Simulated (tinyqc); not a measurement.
Tunnelling through a two-layer gate stack, WKB transmission and Tsu-Esaki current: effect of temperature.

Electrons leave the emitter at x = 0. Energies E (motion across the layers) are in eV from the emitter Fermi level; the collector Fermi level lies at -V and offers states at every E. No charge in the dielectric and no image force: F1 = V/(t1 + t2 eps1/eps2), F2 = F1 eps1/eps2; U = phi1 - F1 x in layer 1 and phi2 - F1 t1 - F2 (x - t1) in layer 2. With C = hbar^2/(2 m0), kappa = sqrt(m (U - E)/C) where U > E and 0 elsewhere; T(E) = exp(-S), S = 2 times the integral of kappa over x.

Each layer adds (2/F) sqrt(m/C) [G(u at its left edge) - G(u at its right edge)] to S, with u = U - E (0 where negative) and G(u) = (2/3) u^1.5. J = J0 times the integral of T(E) N(E) dE, N = ln[(1 + exp(-E/Vt))/(1 + exp((-E - V)/Vt))], J0 = q^2 me m0 kB T/(2 pi^2 hbar^3) (times 1e-4 for A/cm^2 per eV), from E = -Ef to far above the barrier (T = 1 there), by quadrature converged to the digits shown.

Parameters, values chosen for the exercise; layer 1 close to silicon nitride, layer 2 close to zirconium oxide: Fermi energy of the emitter above its band bottom Ef = 0.19 eV; emitter mass in the supply function me = 1 m0; barrier of layer 1 above the emitter Fermi level at zero bias phi1 = 2.12 eV; tunnelling mass of layer 1 m1 = 0.51 m0; thickness of layer 1 t1 = 0.5 nm; relative permittivity of layer 1 eps1 = 7.44; barrier of layer 2 at zero bias phi2 = 1.43 eV; tunnelling mass of layer 2 m2 = 0.25 m0; thickness of layer 2 t2 = 2.4 nm; relative permittivity of layer 2 eps2 = 25.2; voltage across the dielectric V = 1.2 V.

Constants: q = 1.602176634e-19 C, kB = 1.380649e-23 J/K, hbar = 1.054571817e-34 J s, m0 = 9.1093837015e-31 kg, Vt = kB T/q, hbar^2/(2 m0) = 0.0380998212 eV nm^2. Results are converted to the units shown.

Result of one run:
```
T (K)  J (A/cm^2)  mean E of the current (eV)
400         90.29                    -0.06765
```

What becomes of these results when the temperature T is changed from 400 to 600 K, all else the same?

Result of the changed run:
```
T (K)  J (A/cm^2)  mean E of the current (eV)
600         147.0                     0.02600
```

The whole series:
```
T (K)  J (A/cm^2)  mean E of the current (eV)
50          65.66                     -0.1064
100         66.65                     -0.1048
200         70.78                    -0.09815
300         78.23                    -0.08647
400         90.29                    -0.06765
500         110.2                    -0.03513
600         147.0                     0.02600
750         292.4                      0.1988
```

Between 50 and 300 K the current changes by a factor of 1.19, and between 300 and 750 K by 3.74; the mean energy of the current rises from -0.106 to 0.199 eV. The transmission grows by a factor e over d = 0.102 eV near E = 0, equal to kB T/q at 1180 K: far below that temperature the thermal tail adds little. In every row a layer is thinner than 0.8 nm, a few atomic planes, where an effective mass is a rough description.

Computed by the program tinyqc: `OMP_NUM_THREADS=1 python tinyqc.py 2540144 2540145 out.jsonl`, one thread of a shared Intel Xeon 2.30GHz, about 0.05 s for the whole run.
